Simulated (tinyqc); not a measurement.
Nanosheet or nanowire with hard walls, valleys of the Ge type: sweeps and comparisons. A value that a table varies takes the place of the one given here.

Four ellipsoidal valleys along <111>: inverse mass tensor w = 1/mt + (1/ml - 1/mt) a a^T with a the unit axis. Device axes: x along the channel, z = [001], y = z x x. The Gamma and Delta valleys are left out; the heavy Delta valleys, about 0.18 eV up, lie lowest once the L levels pass about 0.2 eV.

Hard walls around a W x H rectangle. The block w_c of w in (y, z) confines; the transport mass follows from 1/m_x = w_xx - w_xc w_c^-1 w_cx. The cross-section problem c (w_yy ky^2 + 2 w_yz ky kz + w_zz kz^2), c = hbar^2/2m0, is solved in products sin(n pi y/W) sin(l pi z/H), n, l = 1 to 12; if w_yz = 0 the levels are c pi^2 (w_yy n^2/W^2 + w_zz l^2/H^2). The w_yz term couples (n, l) to (n', l') by -2 c w_yz D_nn'(W) D_ll'(H) with D_nm(L) = 4 n m/(L (n^2 - m^2)) for n + m odd and 0 otherwise.

Without degeneracy the line density is N1 exp((EF - Ec)/kB T) with N1 = sum 2 g sqrt(m_x kB T/(4 pi c)) exp(-E/kB T), here over n, l up to 80 where w_yz = 0 and over all levels of a 12 x 12 sine basis otherwise; the classical value is W H Nc with Nc = 2 g_all (m_dos kB T/(4 pi c))^(3/2), m_dos = (ml mt^2)^(1/3); dVt = kB T ln(W H Nc/N1).

Constants: hbar^2/2m0 = 3.80998211 eV angstrom^2; kB = 8.617333262e-05 eV/K.

Inputs chosen for the exercise (near those of Ge; not measured data): ml = 1.609 m0 (longitudinal mass); mt = 0.082 m0 (transverse mass); T = 300 K (temperature); g_all = 4 (number of valleys); channel = 100 (transport direction x on a (001) wafer); H = 46 angstrom (height, along z = [001]); Ws = (30, 40, 50, 65, 85, 110, 140) angstrom (widths); W = 95 angstrom (width, along y).

## From wire to sheet

Valleys:

| group | valleys g | w_yy | w_zz | \|w_yz\| | m_x (m0) |
|---|---|---|---|---|---|
| A | 4 | 8.33725 | 8.33725 | 3.85787 | 0.59100 |

Lowest level of each group (groups ordered by w_zz, then w_yy) and dVt against the width.

Results:

| W (angstrom) | A1 (eV) | dVt (mV) |
|---|---|---|
| 30 | 0.4775 | 418.2 |
| 40 | 0.3287 | 276.9 |
| 50 | 0.2612 | 215.1 |
| 65 | 0.2133 | 174.0 |
| 85 | 0.1854 | 152.6 |
| 110 | 0.1700 | 142.2 |
| 140 | 0.1614 | 136.5 |

dVt falls from 418 to 137 mV. All valleys stay equivalent. At the widest W the lowest level is 0.1614 eV; the film limit c pi^2 w_zz/H^2 of that group is 0.1482 eV.

## Channel direction

The same rectangle along [100] and [110]; groups ordered by w_zz, then w_yy.

Lowest level of each group:

| channel, group | valleys g | w_yy | w_zz | \|w_yz\| | m_x (m0) | E (eV) |
|---|---|---|---|---|---|---|
| [100] A | 4 | 8.337 | 8.337 | 3.858 | 0.591 | 0.1777 |
| [110] A | 2 | 4.479 | 8.337 | 5.456 | 0.082 | 0.1535 |
| [110] B | 2 | 12.195 | 8.337 | 0.000 | 1.100 | 0.1990 |

The lowest subband has m_x = 0.591 m0 and 4 valleys along [100], and 0.082 m0 and 2 valleys along [110]; its edge lies at 0.1777 and 0.1535 eV. At equal energy above the edge the carriers of the [110] channel are faster by a factor 2.68.

## What each parameter does

E1 and E2 are the two lowest subband edges over all groups. Each row changes one parameter from the base and keeps the others.

Results:

| case | E1 (eV) | E2 - E1 (meV) | m_x of lowest (m0) | dVt (mV) |
|---|---|---|---|---|
| base | 0.1777 | 87.6 | 0.591 | 147.3 |
| W = 85 angstrom | 0.1854 | 109.8 | 0.591 | 152.6 |
| H = 54 angstrom | 0.1374 | 88.0 | 0.591 | 111.2 |
| T = 270 K | 0.1777 | 87.6 | 0.591 | 148.2 |
| ml = 1.77 m0 | 0.1772 | 87.2 | 0.645 | 147.0 |
| mt = 0.074 m0 | 0.1964 | 96.6 | 0.586 | 163.7 |

The largest shifts from the base row, up to three for each result and ties (the steps differ in size, so this ranks the rows, not the parameters). E1 (eV): H -0.0403, mt +0.0186, W +0.0077; unchanged at the printed digits by T. E2 - E1 (meV): W +22.2, mt +8.9, ml -0.4; unchanged at the printed digits by T. m_x of lowest (m0): ml +0.054, mt -0.005; unchanged at the printed digits by W, H and T. dVt (mV): H -36.1, mt +16.4, W +5.3.

tinyqc: `OMP_NUM_THREADS=1 python tinyqc.py 1250251 1250252 out.jsonl`; about 0.1 s, one thread, shared Intel(R) Xeon(R) Processor @ 2.30GHz.
